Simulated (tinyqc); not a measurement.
Position of the support ring: thermal and gravitational stress in a wafer during furnace and rapid thermal processing, and the onset of slip. Computed by tinyqc, a small Python program. Command: `OMP_NUM_THREADS=1 python tinyqc.py 3014618 3014619 out.jsonl slip walk`. One thread of a shared host (Intel(R) Xeon(R) Processor @ 2.30GHz), about 0.01 s of CPU time with the checks.

A thin free disc in plane stress, isotropic; T(r) = T_centre + dT (r/R)^n with n = 2. Stress is positive in tension; sigma_SB = 5.670374419e-8 W/(m^2 K^4), g = 9.80665 m/s^2.

Inputs (values chosen for the exercise, modelled on silicon): wafer radius R = 150 mm; thickness t = 775 micrometre; Poisson ratio nu = 0.21; density rho = 2330 kg/m^3.

Method. Own weight q = rho g t on a ring of radius b R, x = r/R: moments of an edge-supported plate, M_r = q R^2 (3 + nu)(1 - x^2)/16 and M_t = q R^2 [(3 + nu) - (1 + 3 nu) x^2]/16, less the uniform moment inside the ring load, q R^2 [(1 - nu)(1 - b^2) - 2 (1 + nu) ln b]/8; stress at the lower face = 6 M/t^2.

Stress at the lower face (MPa):
```
b       centre  radial at ring  hoop at ring  largest in size
0.40  -0.63486        -0.76262      -0.69974          0.76262
0.50  -0.33082        -0.53045      -0.43219          0.53045
0.60  -0.06806        -0.35553      -0.21404          0.35553
0.65   0.05288        -0.28450      -0.11844          0.28450
0.70   0.16864        -0.22265      -0.03005          0.22265
0.75   0.28020        -0.16897       0.05211          0.28020
0.80   0.38837        -0.12269       0.12886          0.38837
0.90   0.59700        -0.04981       0.26856          0.59700
1.00   0.79853         0.00000       0.39305          0.79853
```

What does the comparison show, and why?

Among these rows the largest stress is least, 0.223 MPa, for a ring at 0.7 R, 3.6 times below edge support: the overhang balances the sag of the centre. All values scale as R^2/t.

Extremes, crossings and ranges named in words are read from the listed rows.
